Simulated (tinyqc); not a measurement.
Composition and strain of an epitaxial Si(1-x)Ge(x) layer from Raman and X-ray peaks: one step, computed by the program tinyqc.

A (001) layer, biaxially strained in the plane. The Raman peaks follow empirical lines omega = w0 + c1 x + c3 x^3 + b eps (c3 for Si-Ge alone), with eps the in-plane strain.

Question. Raman peaks. Insert x and eps in the three lines; the strain part is b eps.

Inputs (values chosen for the exercise, modelled on silicon-germanium):

| quantity | value | unit |
|---|---|---|
| Ge fraction x | 0.65 | - |
| Si-Si: w0 | 520.5 | 1/cm |
| Si-Si: c1 | -67.7 | 1/cm |
| Si-Si: strain coefficient b | -771 | 1/cm |
| Si-Ge: w0 | 400 | 1/cm |
| Si-Ge: c1 | 24.9 | 1/cm |
| Si-Ge: c3 | -33.1 | 1/cm |
| Si-Ge: strain coefficient b | -609 | 1/cm |
| Ge-Ge: w0 | 280.4 | 1/cm |
| Ge-Ge: c1 | 19.1 | 1/cm |
| Ge-Ge: strain coefficient b | -422 | 1/cm |

Substrate: silicon.

in-plane strain eps = -9.912304 per mille

Give: Si-Si peak; Si-Ge peak; Ge-Ge peak; strain parts.

Answer.

Si-Si peak = 484.1 1/cm

Si-Ge peak = 413.1 1/cm

Ge-Ge peak = 297.0 1/cm

strain parts (1/cm): Si-Si 7.642, Si-Ge 6.037, Ge-Ge 4.183

Read as unstrained, the Si-Si peak would give x = 0.537 in place of 0.65.
